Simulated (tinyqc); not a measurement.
Atomic layer deposition: Langmuir saturation, growth per cycle and coating of deep features. Changing the aspect ratio a. Computed by tinyqc, a small Python program. Command: `OMP_NUM_THREADS=1 python tinyqc.py 3029454 3029455 out.jsonl ald sweep`. One thread of a shared host (Intel(R) Xeon(R) Processor @ 2.30GHz), about 0.01 s of CPU time with the checks.

Precursor A sticks only on free sites, so a long enough pulse saturates; co-reactant B then frees the sites again.

Inputs (values chosen for the exercise, modelled on silicon dioxide from an aminosilane and ozone):
```
quantity,value,unit
precursor mass M,174,u
site density q,2.6,1/nm^2
sticking probability beta on free sites,0.068,-
precursor pressure p,0.78,Pa
temperature T,150,C
pulse time t,0.14,s
desorption energy E_d,1.32,eV
```

Feature: round hole.

Constants: u = 1.6605390666e-27 kg; k_B = 1.380649e-23 J/K; k_B = 8.617333262e-05 eV/K.

Method:
- Wall flux F = p/sqrt(2 pi M k_B T); rate of filling k_a = beta F/q; desorption k_d = 1e13 exp(-E_d/(k_B T)) per second. 1/m^2 = 1e-18/nm^2.
- Temperatures in kelvin are T(C) + 273.15.
- Diffusion-limited filling (Gordon) of a round hole of diameter w: a saturation front at depth z needs dz/dt = D_K n/(z (4q/w)), with Knudsen D_K = w c/3 and F = n c/4; including the entrance and floor terms, t = (q/F)(1 + 19a/4 + 3a^2/2). Reaction-limited filling needs ln(100)/k_a at any depth, k_a = beta F/q. Flow is molecular. The front picture holds when the modulus a sqrt(beta) is well above 1.
- Depth reached by the given pulse: solve the same formula for a. Exposure = p x diffusion-limited time; 1 langmuir = 1.33322e-4 Pa s.

One run for each value:
```
aspect ratio a,diffusion-limited time (s),exposure (langmuir),modulus
1,2.4888e-03,1.4561e+01,2.6077e-01
2.2,6.4229e-03,3.7577e+01,5.7369e-01
4.7,1.9382e-02,1.1339e+02,1.2256e+00
10,6.8142e-02,3.9867e+02,2.6077e+00
22,2.8544e-01,1.6700e+03,5.7369e+00
49,1.3166e+00,7.7027e+03,1.2778e+01
110,6.4104e+00,3.7504e+04,2.8684e+01
230,2.7615e+01,1.6156e+05,5.9977e+01
500,1.2955e+02,7.5792e+05,1.3038e+02
```

Over the rows, diffusion-limited time (s) rises from 0.00249 to 130 (exponent d ln y / d ln x 1.2 between the first rows and 2.0 between the last); exposure (langmuir) rises from 14.6 to 758000 (exponent d ln y / d ln x 1.2 between the first rows and 2.0 between the last); modulus rises from 0.261 to 130 (exponent d ln y / d ln x about 1.00 throughout). At the high end the exponent of diffusion-limited time is 1.99, close to 2: diffusion into a deep feature. The wall area to coat grows as a and the conductance to the front falls as 1/a, hence a^2 for deep features.

Caution (rows 1.00, 2.20, 4.70, 10.0): the modulus is not well above 1 or the Gordon time is under three times ln(100)/k_a, so there is no sharp front: the Gordon time is only a lower bound and the reaction time must be met as well. Caution (rows 500): desorption over the filling time (k_d t above 0.1) is ignored by the Gordon estimate.
